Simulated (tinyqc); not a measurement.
Inversion layer as a triangular well, valleys of the Si type: one step. Valley masses on the (110) face.

Six ellipsoidal valleys with their long axes along the cube axes, mass ml along the axis and mt across it. For a valley whose axis makes the angle theta with the surface normal, 1/m_z = cos^2(theta)/ml + sin^2(theta)/mt sets the confinement; in the plane the masses are m_1 = mt and m_2 = ml mt/m_z, and m_d = sqrt(m_1 m_2).

Inputs chosen for the exercise (out of a larger set: near those of Si; not measured data): ml = 0.906 m0 (longitudinal mass); mt = 0.186 m0 (transverse mass); face = 110 (surface).

Problem. Group the valleys by their angle to the normal, heaviest m_z first.

Give: Valleys (masses in m0).

Solution.

Valleys (masses in m0):
```
valleys g  cos^2(theta)     m_z     m_1     m_2     m_d
4                0.5000  0.3086  0.1860  0.5460  0.3187
2                0.0000  0.1860  0.1860  0.9060  0.4105
```

The 4 valleys with the heaviest m_z will give the lowest ladder of subbands.

Program tinyqc; command `OMP_NUM_THREADS=1 python tinyqc.py 1281852 1281853 out.jsonl`; about 0.01 s on one thread of a shared Intel(R) Xeon(R) Processor @ 2.30GHz.
